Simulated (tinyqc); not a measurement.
Inside a calculation. Model: single-band model of a thermoelectric material. Computed by tinyqc, a small Python program that keeps every step. Command: `OMP_NUM_THREADS=1 python tinyqc.py 3030594 3030595 out.jsonl thermo walk`. One thread of a shared host (Intel(R) Xeon(R) Processor @ 2.30GHz), about 0.01 s of CPU time with the checks. Intermediate numbers are printed to about 6 digits and carried at full precision; extremes and crossings named in words are read from the listed rows.

One spherical band, one scattering law, no minority carriers and no phonon drag. In a real material minority carriers limit |S| to about E_g/(2 e T), so larger values are formal. eta = E_F/(k_B T) is counted from the band edge; f = 1/(1 + exp(x - eta)).

Inputs (values chosen for the exercise, for a model material):
```
quantity                              value        unit
density-of-states mass m               0.24         m_0
non-parabolicity alpha                  2.4        1/eV
mobility parameter mu_300               840  cm^2/(V s)
temperature exponent p                  0.5           -
lattice thermal conductivity kappa_L      1     W/(m K)
carrier density n                     5e+19      1/cm^3
temperature T                           660           K
```

Band: Kane. Scattering: polar optical (high temperature), r = 0.5.

Constants: m_0 = 9.1093837015e-31 kg; k_B = 1.380649e-23 J/K; hbar = 1.054571817e-34 J s; k_B = 8.617333262e-05 eV/K; e = 1.602176634e-19 C.

## Fermi level

With x = E/(k_B T), a = alpha k_B T (0 for a parabolic band), G = x (1 + a x), D = 1 + 2 a x and <y> = int y f (1 - f) dx, f = 1/(1 + exp(x - eta)): tau = tau_0 G^r/D; transport function s = G^(3/2 + r)/D^2; n = N_0 <G^(3/2)> with N_0 = (2 m k_B T)^(3/2)/(3 pi^2 hbar^3). Integrals over x = E/(k_B T) use 160 Gauss-Legendre points in u = sqrt(x) from 0 to sqrt(max(eta, 0) + 32). Solve for eta.

N_0 = 7.24247e+18 1/cm^3

reduced Fermi level eta = 1.98238

## Transport integrals

The formulas are those given above.

<s> = 3.91898

<x s> = 14.9582

<x^2 s> = 68.1075

<G^(3/2)> = 6.90372

<G^(3/2 + 2r)/D^4> = 2.26683

## Coefficients

sigma = e mu_0 N_0 <s> with mu_0 = e tau_0/m = mu_300 (T/300 K)^(-p); |S| = (k_B/e)(<x s>/<s> - eta); Lorenz number L = (k_B/e)^2 (<x^2 s>/<s> - (<x s>/<s>)^2); kappa_e = L sigma T; zT = S^2 sigma T/(kappa_L + kappa_e). Hall factor r_H = <G^(3/2)> <G^(3/2 + 2r)/D^4>/<s>^2; drift mobility sigma/(n e) with n = N_0 <G^(3/2)>; power factor S^2 sigma.

conductivity sigma = 2575.36 S/cm

Seebeck coefficient |S| = 158.085 microvolt/K

Lorenz number L = 2.08695 1e-8 V^2/K^2

drift mobility = 321.483 cm^2/(V s)

Hall factor r_H = 1.01896

power factor = 64.3601 microwatt/(cm K^2)

kappa_e = 3.54726 W/(m K)

zT = 0.934138

L is 85 % of the degenerate value pi^2/3 (k_B/e)^2 = 2.443. The charge carriers transport 78 % of the heat.

## Best doping

Quality factor B = (k_B/e)^2 e mu_0 N_0 T/kappa_L; zT is maximised over eta between -8 and 30.

quality factor B = 0.322073

eta of the largest zT = -0.266711

density of the largest zT = 9.69703e+18 1/cm^3

largest zT = 1.59621

|S| at the largest zT = 278.469 microvolt/K

The sample is overdoped by a factor 5.16 and reaches 59 % of the best zT.

## Against the Fermi level

The formulas are those given above.

The same material at other dopings:
```
eta   n (1/cm^3)  |S| (microvolt/K)  sigma (S/cm)  power factor (microwatt/(cm K^2))       zT
-4   2.75060e+17            579.820   1.51191e+01                             5.0829  0.32903
-3   7.41141e+17            494.690   4.07245e+01                             9.9660  0.62478
-2   1.96884e+18            411.245   1.08084e+02                            18.2794  1.05797
-1   5.05701e+18            331.819   2.76863e+02                            30.4837  1.47808
0    1.21401e+19            260.529   6.59526e+02                            44.7654  1.58053
1    2.62696e+19            201.845   1.40051e+03                            57.0588  1.30730
2    5.05306e+19            157.418   2.60069e+03                            64.4458  0.92790
4    1.39310e+20            102.500   6.39871e+03                            67.2261  0.42993
6    2.96098e+20             73.767   1.18340e+04                            64.3950  0.22436
10   8.82260e+20             46.897   2.69690e+04                            59.3144  0.09015
```

|S| falls and sigma rises with eta, so their product S^2 sigma peaks: among these rows at eta = 4, and zT at eta = 0, where |S| = 261 microvolt/K. zT stays above 90 % of its best row from n = 5.1e18 to 1.2e19 per cm^3.

Checks made by the program: n recomputed from eta (relative difference below 1e-10).
